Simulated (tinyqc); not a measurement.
Single-oscillator infrared dielectric function of a polar cubic crystal. From eps_s back to Born charge Z*. Computed by tinyqc, a small Python program. Command: `OMP_NUM_THREADS=1 python tinyqc.py 3013912 3013913 out.jsonl infrared inv`. One thread of a shared host (Intel(R) Xeon(R) Processor @ 2.30GHz), about 0.01 s of CPU time with the checks.

One ion pair, charges +Z* and -Z*, in a cell of volume Omega = a^3/4. Frequencies omega are given as wavenumbers (1/cm); eps_s is the static dielectric constant.

Inputs (values chosen for the exercise, modelled on indium arsenide): lattice constant a = 6.058 angstrom; mass M_A = 114.82 u; mass M_B = 74.92 u; omega_TO = 221 1/cm; eps_inf = 12.1.

Structure: zinc blende. Free carriers: absent.

Constants: nu for 1 eV/(angstrom^2 u) = 15.6333042 THz; 1 THz = 33.35640952 1/cm; e^2/(4 pi eps_0) = 14.39964548 eV angstrom.

Method. mu = M_A M_B/(M_A + M_B); ionic plasma term W^2 = 4 pi Z*^2 (e^2/(4 pi eps_0))/(Omega mu) in eV/(angstrom^2 u), turned into 1/cm by W = 15.6333042 x 33.35640952 x sqrt(W^2); omega_LO^2 = omega_TO^2 + W^2/eps_inf; eps_s = eps_inf + W^2/omega_TO^2; Szigeti charge 3 Z*/(eps_inf + 2); longitudinal (Callen) charge Z*/eps_inf.

Question. A run gave the result below. Find the Born charge Z*, known to lie between 1.2 and 3.6 e.

eps_s = 14.12764

Answer.

Each step takes the trial c = (a f_b - b f_a)/(f_b - f_a), f being the result less the target and a, b, c the logarithms of the listed values; c replaces end b, the old b replaces a if the sign of f changed, and otherwise f_a is halved.

Scan of the range:
```
Born charge Z* (e)    eps_s
1.20                12.6757
1.44                12.9290
1.73                13.2966
2.08                13.8297
2.50                14.5988
3.00                15.6983
3.60                17.2815
```

False position (Illinois rule, in the logarithm of the input) inside the bracket:
```
step    end a    end b    trial    eps_s
1     2.08000  2.50000  2.23359  14.0946
2     2.50000  2.23359  2.25013  14.1243
3     2.50000  2.25013  2.25347  14.1303
4     2.25013  2.25347  2.25200  14.1276
5     2.25347  2.25200  2.25200  14.1276
```

eps_s rises at every point of a 13-point scan of the range (every second point is shown), so one value fits; it is bracketed by 2.08 and 2.50. Answer: Born charge Z* = 2.252 e.
